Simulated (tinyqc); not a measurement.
## Electron density from the centroid

Inverse problem. In the Fang-Howard model the centroid is 3/b with b^3 = 6 (mz1/C) q (Nd + 11 Ns/32)/(eps0 eps_r), C = hbar^2/(2 m0), the field in eV/nm. Find b and Ns.

Values chosen for this exercise; masses and permittivity close to those of gallium nitride: relative permittivity eps_r = 9.65; mass along z of valley set A (1 valley(s)) mz1 = 0.203 m0; sheet density of depletion charge Nd = 1.3e11 cm^-2.

Constants: q = 1.602176634e-19 C, hbar = 1.054571817e-34 J s, m0 = 9.1093837015e-31 kg, eps0 = 8.8541878128e-14 F/cm where lengths are in cm, hbar^2/(2 m0) = 0.0380998212 eV nm^2. Results are converted to the units shown.

centroid = 3.1534916 nm

Solution. b = 3/centroid gives Nd + 11 Ns/32, from which the depletion charge is taken off.

b = 0.9513 1/nm
Ns = 3.800e12 cm^-2

Computed by the program tinyqc: `OMP_NUM_THREADS=1 python tinyqc.py 2160073 2160074 out.jsonl`, one thread of a shared Intel Xeon 2.30GHz, about 0.6 s for the whole run.
